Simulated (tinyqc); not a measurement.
# From largest remaining step back to polish time t

Model: chemical-mechanical planarisation: Preston law, pattern density and step-height reduction. Computed by tinyqc, a small Python program. Command: `OMP_NUM_THREADS=1 python tinyqc.py 3017604 3017605 out.jsonl cmp inv`. One thread of a shared host (Intel(R) Xeon(R) Processor @ 2.30GHz), about 0.03 s of CPU time with the checks.

A row of 8 cells, repeated periodically, holds raised features that cover a share rho of each cell.

Inputs (values chosen for the exercise, close to those used for oxide polishing):

| quantity | value | unit |
|---|---|---|
| Preston coefficient K | 6.3e-14 | 1/Pa |
| pressure P | 10 | kPa |
| platen and carrier speed | 40 | rpm |
| distance between the centres | 19 | cm |
| initial step height h0 | 560 | nm |
| contact height h_c | 150 | nm |
| film above the raised areas z0 | 1200 | nm |
| cell size | 1.3 | mm |
| planarisation length | 3.6 | mm |

local pattern densities, cell by cell: 0.25  0.9  0.7  0.5  0.3  0.1  0.2  0.5

Method:
- With equal rotation speeds the relative speed is uniform, v = omega r_c; Preston rate R0 = K P v.
- The stiff pad averages the density: rho_eff(i) = sum_j w_ij rho_j / sum_j w_ij, w = exp(-2 d^2/L^2), L the planarisation length and d the distance between cell centres, summed over all periodic images of cell j.
- While h > h_c only raised areas polish, at R0/rho_eff, until t_c = rho_eff (h0 - h_c)/R0. After that h = h_c exp(-(t - t_c)/tau), tau = rho_eff h_c/R0; low areas polish at R0 (1 - h/h_c) and raised areas at R0 [1 + (1 - rho_eff) h/(rho_eff h_c)]. Removed from raised areas after t_c: h0 - h_c + R0 (t - t_c) + (1 - rho_eff)(h_c - h); from low areas: R0 (t - t_c) - rho_eff (h_c - h). Film left = z0 less the removal from raised areas.

Question. A run gave the result below. Find the polish time t, known to lie between 260 and 730 s.

largest remaining step = 159.3057 nm

Answer.

Each step takes the trial c = (a f_b - b f_a)/(f_b - f_a), f being the result less the target and a, b, c the logarithms of the listed values; c replaces end b, the old b replaces a if the sign of f changed, and otherwise f_a is halved.

Scan of the range:

| polish time t (s) | largest remaining step (nm) |
|---|---|
| 260 | 337.867 |
| 309 | 296.003 |
| 367 | 246.450 |
| 436 | 187.500 |
| 517 | 121.423 |
| 615 | 69.484 |
| 730 | 36.093 |

False position (Illinois rule, in the logarithm of the input) inside the bracket:

| step | end a | end b | trial | largest remaining step (nm) |
|---|---|---|---|---|
| 1 | 436.000 | 517.000 | 468.881 | 159.407 |
| 2 | 517.000 | 468.881 | 469.004 | 159.303 |
| 3 | 468.881 | 469.004 | 469.000 | 159.306 |
| 4 | 469.004 | 469.000 | 469.000 | 159.306 |

Largest remaining step falls at every point of a 13-point scan of the range (every second point is shown), so one value fits; it is bracketed by 436 and 517. Answer: polish time t = 469.0 s.
